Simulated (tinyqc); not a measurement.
From results back to parameters: Koster-Slater impurity in an sp3s* host.

Problem. In the Koster-Slater model a defect shifts the s level of its site by Vs and the p levels by Vp; an A1 level solves 1/Vs = G_s(E) and a T2 level 1/Vp = G_p(E), E from the top of the valence band. A defect has an A1 level at E = 1.4615 eV, one of the energies of the table, and a T2 level at 0.8769 eV.

G(E) of the host (1/eV):
```
E (eV),G_s,G_p
0.0000,-0.0736908,0.0106780
0.2923,-0.0927689,-0.0312924
0.5846,-0.1150403,-0.0615972
0.8769,-0.1422790,-0.0903896
1.1692,-0.1773357,-0.1219933
1.4615,-0.2254557,-0.1616893
1.7538,-0.2980116,-0.2208985
2.0461,-0.4277024,-0.3406014
2.3384,-0.8355955,-1.1195277
```

Find: Vs, Vp.

Solution. Read G_s and G_p at the two energies and invert them. Vs is attractive and pulls its level down from the conduction bands. Vp is attractive and pulls its level down from the conduction bands.

Vs, Vp (eV): -4.4  -11.1

Run: tinyqc, `OMP_NUM_THREADS=1 python tinyqc.py 1450015 1450016 out.jsonl`; Intel(R) Xeon(R) Processor @ 2.30GHz, one thread, shared host; about 0.01 s of CPU time with all checks.
